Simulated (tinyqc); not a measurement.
Worked calculation: extended Hueckel theory, for H6-. The parameters take no account of the charge, which enters only through the electron count, and nothing here shows that the anion is bound. One step of it, computed by the program tinyqc.

Task: Wolfsberg-Helmholz matrix. H_ij = K' S_ij (H_ii + H_jj)/2 for i != j (the diagonal keeps H_ii), with K' = K + D^2 + D^4 (1 - K), D = (H_ii - H_jj)/(H_ii + H_jj), K = 1.75.

overlap S:
```
          1H 1s     2H 1s     3H 1s     4H 1s     5H 1s     6H 1s
1H 1s  1.000000  0.562781  0.136252  0.030417  0.004473  0.000712
2H 1s  0.562781  1.000000  0.480164  0.136252  0.023815  0.004482
3H 1s  0.136252  0.480164  1.000000  0.562781  0.136252  0.030474
4H 1s  0.030417  0.136252  0.562781  1.000000  0.480164  0.136477
5H 1s  0.004473  0.023815  0.136252  0.480164  1.000000  0.563436
6H 1s  0.000712  0.004482  0.030474  0.136477  0.563436  1.000000
```

diagonal H_ii (eV): 1H 1s -13.600000, 2H 1s -13.600000, 3H 1s -13.600000, 4H 1s -13.600000, 5H 1s -13.600000, 6H 1s -13.600000

K = 1.750000

Give: H.

Result:

H (eV):
```
          1H 1s     2H 1s     3H 1s     4H 1s     5H 1s     6H 1s
1H 1s  -13.6000  -13.3942   -3.2428   -0.7239   -0.1065   -0.0170
2H 1s  -13.3942  -13.6000  -11.4279   -3.2428   -0.5668   -0.1067
3H 1s   -3.2428  -11.4279  -13.6000  -13.3942   -3.2428   -0.7253
4H 1s   -0.7239   -3.2428  -13.3942  -13.6000  -11.4279   -3.2482
5H 1s   -0.1065   -0.5668   -3.2428  -11.4279  -13.6000  -13.4098
6H 1s   -0.0170   -0.1067   -0.7253   -3.2482  -13.4098  -13.6000
```
